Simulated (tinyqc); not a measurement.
# Single-photon avalanche diode, trigger probability and counting: two studies

A multiplication layer of width W with the uniform field V/W; alpha = an exp(-bn/E) for electrons, beta = ap exp(-bp/E) for holes (local model, no dead space). a = alpha W, b = beta W. Electrons enter at x = 0, holes at x = W. P0 is the probability that an electron entering at 0 starts a lasting avalanche, PW the same for a hole entering at W.

Inputs (values chosen for the exercise); ionisation coefficients close to those of indium phosphide:
- an = 1.15e7 1/cm (electron prefactor)
- bn = 3.02 MV/cm (electron field)
- ap = 4.89e6 1/cm (hole prefactor)
- bp = 2.53 MV/cm (hole field)
- W = 1 um (width of the multiplication layer)
- eta = 0.48 (probability that a photon makes a pair that enters the layer)
- Gd = 15000 1/s (thermal generation rate in the layer)
- td = 5 ns (dead time)
- Cd = 31 fF (diode capacitance)
- Rq = 200 kohm (quench resistance)
- pa = 2.4e-8 (trapping probability per avalanche carrier)
- tt = 7.3 ns (trap release time)
- nph = 1.1e7 1/s (photon rate)

Constants: q = 1.602176634e-19 C. Results are converted to the units shown.

Each table varies one quantity; the others keep the values above.

## Effect of the excess bias

Breakdown: ln(a/b) = a - b with a not equal to b. Above it PW/(1 - PW) = [P0/(1 - P0)] exp(b - a) and b ln(1 - P0) = a ln(1 - PW); the mean over pairs made evenly in the layer is Pm = ln[(1 - PW)/(1 - P0)]/(a - b). PDP = eta P0; dark counts Gd Pm; avalanche charge Cd Vx/q; afterpulse probability pa (Cd Vx/q) exp(-td/tt) Pm; true rate n = nph PDP + dark counts; measured n/(1 + n td) (non-paralysable) or n exp(-n td) (paralysable); recharge time Rq Cd.

Effect of the excess bias:

| Vx (V) | Vx/VB (%) | P0 | PW | Pm | PDP | dark counts (1/s) | afterpulse (%) |
|---|---|---|---|---|---|---|---|
| 0.42 | 1.003 | 0.1071 | 0.1422 | 0.1240 | 0.05142 | 1859 | 0.01219 |
| 0.66 | 1.575 | 0.1637 | 0.2137 | 0.1879 | 0.07859 | 2818 | 0.02903 |
| 1.1 | 2.626 | 0.2594 | 0.3291 | 0.2935 | 0.1245 | 4402 | 0.07557 |
| 1.7 | 4.058 | 0.3745 | 0.4588 | 0.4162 | 0.1797 | 6243 | 0.1656 |
| 2.6 | 6.206 | 0.5179 | 0.6068 | 0.5627 | 0.2486 | 8440 | 0.3425 |
| 4.2 | 10.03 | 0.7037 | 0.7763 | 0.7411 | 0.3378 | 1.112e4 | 0.7287 |
| 6.7 | 15.99 | 0.8709 | 0.9080 | 0.8904 | 0.4180 | 1.336e4 | 1.397 |
| 11 | 26.26 | 0.9760 | 0.9818 | 0.9790 | 0.4685 | 1.469e4 | 2.521 |
| 17 | 40.58 | 0.9989 | 0.9987 | 0.9988 | 0.4795 | 1.498e4 | 3.975 |

What does the table show?

VB is 41.89 V. P0 rises from 0.107 to 0.999 and PW rises from 0.142 to 0.999; P0 goes as Vx^(0.94) at the start and Vx^(0.05) at the end. The better carrier changes along the table. The afterpulse probability keeps growing, as Vx^(1.05) at the end, because the avalanche charge grows with Vx. For Vx = 11, 17 the excess bias passes a quarter of VB, where tunnelling adds dark counts that are left out here.

## Effect of the width of the multiplication layer

Same model as above.

The excess bias is 10 % of VB in every row.

Effect of the width of the multiplication layer:

| W (um) | VB (V) | E at VB (MV/cm) | beta/alpha at VB | P0 | PW |
|---|---|---|---|---|---|
| 0.15 | 8.814 | 0.5876 | 0.9790 | 0.6236 | 0.5880 |
| 0.25 | 13.26 | 0.5302 | 1.071 | 0.6495 | 0.6440 |
| 0.41 | 19.86 | 0.4843 | 1.169 | 0.6711 | 0.6946 |
| 0.67 | 29.88 | 0.4460 | 1.276 | 0.6896 | 0.7409 |
| 1.1 | 45.43 | 0.4130 | 1.393 | 0.7056 | 0.7833 |
| 1.8 | 69.23 | 0.3846 | 1.520 | 0.7193 | 0.8210 |
| 3 | 107.7 | 0.3590 | 1.665 | 0.7314 | 0.8553 |
| 5 | 168.3 | 0.3366 | 1.823 | 0.7417 | 0.8849 |

What does the comparison show?

As W grows, VB rises from 8.81 to 168 V, as W^(0.84) on average, the breakdown field falls from 0.588 to 0.337 MV/cm and beta/alpha rises from 0.979 to 1.82. At equal relative excess P0 rises from 0.624 to 0.742 and PW rises from 0.588 to 0.885. For W = 0.15, 0.25 dead space and band-to-band tunnelling, left out here, matter.

Numbers from tinyqc (`OMP_NUM_THREADS=1 python tinyqc.py 2630035 2630036 out.jsonl`; about 0.01 s on one thread of a shared Intel Xeon 2.30GHz).
